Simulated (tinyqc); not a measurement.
Electroplating on a thin resistive seed layer: kinetics, Wagner number and the terminal effect across a wafer: one step, computed by the program tinyqc. Command: `OMP_NUM_THREADS=1 python tinyqc.py 3120737 3120738 out.jsonl terminal walk`. One thread of a shared host (Intel(R) Xeon(R) Processor @ 2.30GHz), about 0.02 s of CPU time with the checks.

Current enters the seed at the rim. The bath is treated as a local resistance per area (no lateral flow in the liquid), two electrons per ion, molar volume 7.11 cm^3/mol, Faraday constant F = e N_A, kinematic viscosity 0.01 cm^2/s, omega = 2 pi x rpm/60; k_B T/e is in volts.

Problem. Linear estimate of the terminal effect. Linearised: with R_t = kinetic + bath resistance the current density obeys (1/r)(r i')' = i R_s/R_t, so i = A I_0(r/l), l = sqrt(R_t/R_s); with x = R/l, edge/centre = I_0(x) and edge/mean = x I_0(x)/(2 I_1(x)). Voltage drop in the seed for a uniform current: i R_s R^2/4.

Inputs (values chosen for the exercise, of the order of those for copper plating from an acid sulfate bath): wafer radius R = 7.5 cm; mean current density = 39 mA/cm^2; temperature T = 298 K.

kinetic resistance = 0.7838722 ohm cm^2

bath resistance R_b = 60.33333 ohm cm^2

sheet resistance R_s = 0.7615385 ohm/square

Give: length l; x = R/l; edge over centre, linear; edge over mean, linear; drop for uniform current.

Solution.

length l = 8.959 cm

x = R/l = 0.8372

edge over centre, linear = 1.183

edge over mean, linear = 1.085

drop for uniform current = 417.7 mV

For small x edge/centre is 1 + x^2/4 = 1.175.
